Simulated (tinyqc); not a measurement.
Mobility of a non-polar semiconductor in the relaxation-time approximation: one step, computed by the program tinyqc.

Each valley is treated as a sphere of mass m_d for states and rates, with one isotropic relaxation time; the conductivity mass m_c sets the current.

Question. Rates at a few energies. Kane band: hbar^2 k^2/(2 m) = E (1 + alpha E), speed v = hbar k/(m (1 + 2 alpha E)), states per spin, volume and energy g(E) = m k (1 + 2 alpha E)/(2 pi^2 hbar^2); overlap factors are set to 1. Here m = m_d. Masses are multiplied by m_0 and all formulas are in SI units. Phonon occupation N_q = 1/(exp(hbar w/(k_B T)) - 1). Acoustic deformation potential (elastic, equipartition, absorption and emission together): 1/tau = 2 pi k_B T D_A^2 g(E)/(hbar rho v_l^2). Optical or intervalley deformation potential: 1/tau = (pi Z_f D_o^2/(rho w)) [N_q g(E + hbar w) + (N_q + 1) g(E - hbar w)], with g = 0 below the band edge. Each optical term is multiplied by (1 - f(E'))/(1 - f(E)), E' the final energy, for Pauli blocking. Singly charged impurities, momentum relaxation: 1/tau = N_I e^4 m (1 + 2 alpha E) Phi/(8 pi (eps_s eps_0)^2 hbar^3 k^3), with alpha = 0 for a parabolic band. Conwell-Weisskopf: Phi = ln(1 + y^2), y = 4 pi eps_s eps_0 E N_I^(-1/3)/e^2 (largest impact parameter N_I^(-1/3)/2).

Inputs (values chosen for the exercise, modelled on electrons in silicon):
```
quantity                                          value       unit
non-parabolicity alpha                             0.46       1/eV
static permittivity eps_s                          11.7          -
density rho                                        2329     kg/m^3
sound velocity v_l                                 9090        m/s
acoustic deformation potential D_A                  9.8         eV
phonon energy hbar w                               58.4        meV
optical or intervalley deformation potential D_o    5.3  1e8 eV/cm
final valleys Z_f                                     5          -
temperature T                                       200          K
```

Band: Kane. Impurity formula: Conwell-Weisskopf. Further scattering: none.

reduced Fermi level eta = -6.373505

density-of-states mass m_d = 0.3276945 m_0

ionised impurity density N_I = 2.70e+16 1/cm^3

Constants: k_B = 8.617333262e-05 eV/K; k_B = 1.380649e-23 J/K; e = 1.602176634e-19 C; hbar = 1.054571817e-34 J s; m_0 = 9.1093837015e-31 kg; hbar = 6.582119569e-16 eV s; eps_0 = 8.8541878128e-12 F/m.

Give: Rates (1e12/s) at E = (max(eta, 0) + 0.5, 1, 2, 4) k_B T.

Answer.

Rates (1e12/s) at E = (max(eta, 0) + 0.5, 1, 2, 4) k_B T:
```
E (meV)  acoustic  optical  ionised impurity
8.62        0.788    0.213             1.554
17.23       1.125    0.229             0.923
34.47       1.623    0.258             0.469
68.94       2.384    2.662             0.219
```
